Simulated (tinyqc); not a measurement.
Inside a calculation. Method: G0W0 on RHF in the sto-6g basis, for Li+, spin multiplicity 1. Computed by tinyqc, a small Python program that keeps every step (integrals from PySCF). Settings: charge = 1, multiplicity = 1, basis = sto-6g, method = RHF, energy threshold = 1e-10, iteration cap = 51, orthogonalisation = canonical, start = core, DIIS depth = 6. Command: `OMP_NUM_THREADS=1 python tinyqc.py 21108 21109 out.jsonl` (the two numbers bound the seeds that draw the settings). One thread of a shared host (Intel(R) Xeon(R) Processor @ 2.60GHz), about 0.05 s of CPU time with the checks. The early iterations of the SCF are left out here.

## One-electron integrals

Geometry (angstrom):
```
atom,x,y,z
Li,0.00000,0.00000,0.00000
```

Basis sto-6g: exponents (1/bohr^2) and contraction coefficients of normalised primitives:
```
element,l (shell),exponent,coefficient
Li,s (1),167.17585,0.00916
Li,s (1),30.65151,0.04936
Li,s (1),8.57519,0.16854
Li,s (1),2.94581,0.37056
Li,s (1),1.14394,0.41649
Li,s (1),0.47114,0.13033
Li,s (2),6.59756,-0.01325
Li,s (2),1.30583,-0.04699
Li,s (2),0.40585,-0.03379
Li,s (2),0.15615,0.25024
Li,s (2),0.06781,0.59512
Li,s (2),0.03108,0.24071
Li,p (3),6.59756,0.00376
Li,p (3),1.30583,0.03768
Li,p (3),0.40585,0.17390
Li,p (3),0.15615,0.41804
Li,p (3),0.06781,0.42586
Li,p (3),0.03108,0.10171
```

Overlap, kinetic and nuclear-attraction integrals over the contracted functions; the nuclear repulsion is the sum of Za Zb / Rab.

nuclear repulsion = 0 hartree

overlap S:
```
,1Li 1s,1Li 2s,1Li 2px,1Li 2py,1Li 2pz
1Li 1s,1.00000,0.23574,0.00000,0.00000,0.00000
1Li 2s,0.23574,1.00000,0.00000,0.00000,0.00000
1Li 2px,0.00000,0.00000,1.00000,0.00000,0.00000
1Li 2py,0.00000,0.00000,0.00000,1.00000,0.00000
1Li 2pz,0.00000,0.00000,0.00000,0.00000,1.00000
```

kinetic energy T (hartree):
```
,1Li 1s,1Li 2s,1Li 2px,1Li 2py,1Li 2pz
1Li 1s,3.61674,-0.11072,0.00000,0.00000,0.00000
1Li 2s,-0.11072,0.10652,0.00000,0.00000,0.00000
1Li 2px,0.00000,0.00000,0.32001,0.00000,0.00000
1Li 2py,0.00000,0.00000,0.00000,0.32001,0.00000
1Li 2pz,0.00000,0.00000,0.00000,0.00000,0.32001
```

nuclear attraction V (hartree):
```
,1Li 1s,1Li 2s,1Li 2px,1Li 2py,1Li 2pz
1Li 1s,-8.06714,-0.82836,0.00000,0.00000,0.00000
1Li 2s,-0.82836,-1.20005,0.00000,0.00000,0.00000
1Li 2px,0.00000,0.00000,-1.19999,0.00000,0.00000
1Li 2py,0.00000,0.00000,0.00000,-1.19999,0.00000
1Li 2pz,0.00000,0.00000,0.00000,0.00000,-1.19999
```

core Hamiltonian H = T + V (hartree):
```
,1Li 1s,1Li 2s,1Li 2px,1Li 2py,1Li 2pz
1Li 1s,-4.45040,-0.93908,0.00000,0.00000,0.00000
1Li 2s,-0.93908,-1.09352,0.00000,0.00000,0.00000
1Li 2px,0.00000,0.00000,-0.87998,0.00000,0.00000
1Li 2py,0.00000,0.00000,0.00000,-0.87998,0.00000
1Li 2pz,0.00000,0.00000,0.00000,0.00000,-0.87998
```

## Two-electron integrals

Functions are numbered as in S; the eight-fold symmetry (ij|kl) = (ji|kl) = (kl|ij) leaves the list below.

Two-electron integrals (ij|kl) in chemists' order, unique and non-zero (hartree):
```
i,j,k,l,(ij|kl)
1,1,1,1,1.68125
2,1,1,1,0.24260
2,1,2,1,0.04451
2,2,1,1,0.39719
2,2,2,1,0.09028
2,2,2,2,0.29062
3,1,3,1,0.00944
3,2,3,1,0.01426
3,2,3,2,0.06424
3,3,1,1,0.39719
3,3,2,1,0.09028
3,3,2,2,0.29062
3,3,3,3,0.31312
4,1,4,1,0.00944
4,2,4,1,0.01426
4,2,4,2,0.06424
4,3,4,3,0.01688
4,4,1,1,0.39719
4,4,2,1,0.09028
4,4,2,2,0.29062
4,4,3,3,0.27937
4,4,4,4,0.31312
5,1,5,1,0.00944
5,2,5,1,0.01426
5,2,5,2,0.06424
5,3,5,3,0.01688
5,4,5,4,0.01688
5,5,1,1,0.39719
5,5,2,1,0.09028
5,5,2,2,0.29062
5,5,3,3,0.27937
5,5,4,4,0.27937
5,5,5,5,0.31312
```

## Orthogonalisation

S = U s U^T; canonical form X = U s^(-1/2), so that X^T S X = 1. Each column of U has its largest component positive (the first on a tie).

eigenvalues of S: 0.76426  1.00000  1.00000  1.00000  1.23574

X:
```
,1,2,3,4,5
1Li 1s,0.80884,0.00000,0.00000,0.00000,0.63609
1Li 2s,-0.80884,0.00000,0.00000,0.00000,0.63609
1Li 2px,0.00000,1.00000,0.00000,0.00000,0.00000
1Li 2py,0.00000,0.00000,1.00000,0.00000,0.00000
1Li 2pz,0.00000,0.00000,0.00000,1.00000,0.00000
```

Within a degenerate level the vectors are fixed only up to a rotation; this is one choice.

## Iteration 9 (converged): orbitals

converged F (hartree):
```
,1Li 1s,1Li 2s,1Li 2px,1Li 2py,1Li 2pz
1Li 1s,-2.77575,-0.70418,0.00000,0.00000,0.00000
1Li 2s,-0.70418,-0.34733,0.00000,0.00000,0.00000
1Li 2px,0.00000,0.00000,-0.09591,0.00000,0.00000
1Li 2py,0.00000,0.00000,0.00000,-0.09591,0.00000
1Li 2pz,0.00000,0.00000,0.00000,0.00000,-0.09591
```

Diagonalise F' = X^T F X, C = X C', fill 1 alpha and 1 beta electrons from the bottom; D = 2 C_occ C_occ^T. Each column has its largest component positive (the first on a tie).

F' = X^T F X (hartree):
```
,1,2,3,4,5
1,-1.12182,0.00000,0.00000,0.00000,-1.24942
2,0.00000,-0.09591,0.00000,0.00000,0.00000
3,0.00000,0.00000,-0.09591,0.00000,0.00000
4,0.00000,0.00000,0.00000,-0.09591,0.00000
5,-1.24942,0.00000,0.00000,0.00000,-1.83350
```

orbital energies (hartree): MO1 -2.77676, MO2 -0.17855, MO3 -0.09591, MO4 -0.09591, MO5 -0.09591

coefficients C:
```
,MO1,MO2,MO3,MO4,MO5
1Li 1s,0.99502,-0.26227,0.00000,0.00000,0.00000
1Li 2s,0.02031,1.02880,0.00000,0.00000,0.00000
1Li 2px,0.00000,0.00000,0.98655,0.07385,0.14585
1Li 2py,0.00000,0.00000,-0.16330,0.48720,0.85789
1Li 2pz,0.00000,0.00000,0.00770,0.87016,-0.49270
```

D after iteration 9:
```
,1Li 1s,1Li 2s,1Li 2px,1Li 2py,1Li 2pz
1Li 1s,1.98012,0.04041,0.00000,0.00000,0.00000
1Li 2s,0.04041,0.00082,0.00000,0.00000,0.00000
1Li 2px,0.00000,0.00000,0.00000,0.00000,0.00000
1Li 2py,0.00000,0.00000,0.00000,0.00000,0.00000
1Li 2pz,0.00000,0.00000,0.00000,0.00000,0.00000
```

Within a degenerate level the vectors are fixed only up to a rotation; this is one choice.

## Convergence

Stop when the energy changes by less than 1e-10 hartree and every element of the error matrix X^T (F D S - S D F) X is below 3e-06.

Course of the cycle:
```
iteration,E (hartree),change,largest element of the error matrix
1,-7.2090376,-,2.35e-01
2,-7.2211444,-1.21e-02,2.94e-02
3,-7.2213337,-1.89e-04,1.40e-04
4,-7.2213337,-3.50e-09,5.97e-05
5,-7.2213337,-4.65e-10,3.79e-05
6,-7.2213337,-1.46e-10,2.78e-05
7,-7.2213337,-6.38e-11,2.19e-05
8,-7.2213337,-1.05e-10,3.45e-08
9,-7.2213337,-4.44e-15,5.78e-11
```

PySCF RHF in the same basis = -7.2213337 hartree

Converged in 9 iterations.

## Integrals over molecular orbitals

(pq|rs) = sum C_ip C_jq C_kr C_ls (ij|kl), one index at a time.

one-electron integrals over orbitals h = C^T H C (hartree):
```
,1,2,3,4,5
1,-4.44457,0.18222,0.00000,0.00000,0.00000
2,0.18222,-0.95677,0.00000,0.00000,0.00000
3,0.00000,0.00000,-0.87998,0.00000,0.00000
4,0.00000,0.00000,0.00000,-0.87998,0.00000
5,0.00000,0.00000,0.00000,0.00000,-0.87998
```

Two-electron integrals over orbitals (pq|rs), unique and non-zero (hartree):
```
p,q,r,s,(pq|rs)
1,1,1,1,1.66781
2,1,1,1,-0.18222
2,1,2,1,0.03134
2,2,1,1,0.40478
2,2,2,1,-0.00990
2,2,2,2,0.28319
3,1,3,1,0.00995
3,2,3,1,0.01340
3,2,3,2,0.06094
3,3,1,1,0.39701
3,3,2,1,-0.00564
3,3,2,2,0.28621
3,3,3,3,0.31312
4,1,4,1,0.00995
4,2,4,1,0.01340
4,2,4,2,0.06094
4,3,4,3,0.01688
4,4,1,1,0.39701
4,4,2,1,-0.00564
4,4,2,2,0.28621
4,4,3,3,0.27937
4,4,4,4,0.31312
5,1,5,1,0.00995
5,2,5,1,0.01340
5,2,5,2,0.06094
5,3,5,3,0.01688
5,4,5,4,0.01688
5,5,1,1,0.39701
5,5,2,1,-0.00564
5,5,2,2,0.28621
5,5,3,3,0.27937
5,5,4,4,0.27937
5,5,5,5,0.31312
```

## Screening: direct RPA

With D = e_a - e_i and K = (ia|jb): diagonalise D^(1/2) (D + 4K) D^(1/2) = Z w^2 Z^T; X + Y = D^(1/2) Z w^(-1/2), each column of Z with its largest component positive (the first on a tie); E_c = (sum w - tr (D + 2K)) / 2.

D^(1/2) (D + 4K) D^(1/2) (hartree^2):
```
,1>2,1>3,1>4,1>5
1>2,7.07647,0.00000,0.00000,0.00000
1>3,0.00000,7.29364,0.00000,0.00000
1>4,0.00000,0.00000,7.29364,0.00000
1>5,0.00000,0.00000,0.00000,7.29364
```

excitation energies w (hartree): 2.66016  2.70067  2.70067  2.70067

X + Y:
```
,1,2,3,4
1>2,0.98829,0.00000,0.00000,0.00000
1>3,0.00000,0.98667,-0.12865,-0.05092
1>4,0.00000,0.07200,0.79053,-0.60211
1>5,0.00000,0.11815,0.59259,0.79217
```

RPA correlation energy = -0.0004792 hartree

Within a degenerate level the vectors are fixed only up to a rotation; this is one choice.

## G0W0 on Hartree-Fock: HOMO

W(p,q,m) = sqrt2 sum_ia (pq|ia) (X+Y)_ia,m; Sigma_c(x) = sum_(i,m) W^2/(x - e_i + w_m) + sum_(a,m) W^2/(x - e_a - w_m); solve x = e_p + Sigma_c(x) by Newton steps; Z = 1/(1 - dSigma/dx); 1 hartree = 27.211386 eV.

The 12 largest terms at x = e_p (hartree; W for the signs of X + Y given):
```
q,m,W,term
1,1,-0.25468,0.02438
2,1,0.04381,-0.00036
3,2,0.01388,-3.58e-05
5,4,0.01114,-2.31e-05
4,3,0.01112,-2.30e-05
4,4,-0.00847,-1.33e-05
5,3,0.00834,-1.29e-05
3,3,-0.00181,-6.08e-07
5,2,0.00166,-5.13e-07
4,2,0.00101,-1.91e-07
3,4,-0.00072,-9.53e-08
```

Newton steps (hartree):
```
step,x,Sigma_c(x),Z
0,-2.77676,0.02391,0.99083
1,-2.75308,0.02369,0.99099
2,-2.75307,0.02369,0.99099
```

quasiparticle energy of the HOMO = -74.91497 eV

Hartree-Fock value = -75.55960 eV

## G0W0 on Hartree-Fock: LUMO

As before.

The 12 largest terms at x = e_p (hartree; W for the signs of X + Y given):
```
q,m,W,term
1,1,0.04381,0.00036
3,2,0.01870,-0.00013
5,4,0.01501,-0.00008
4,3,0.01498,-0.00008
2,1,-0.01384,-0.00007
4,4,-0.01141,-4.68e-05
5,3,0.01123,-4.53e-05
3,3,-0.00244,-2.14e-06
5,2,0.00224,-1.80e-06
4,2,0.00136,-6.69e-07
3,4,-0.00097,-3.35e-07
```

Newton steps (hartree):
```
step,x,Sigma_c(x),Z
0,-0.17855,-0.00009,0.99977
1,-0.17864,-0.00009,0.99977
```

quasiparticle energy of the LUMO = -4.86110 eV

Hartree-Fock value = -4.85862 eV
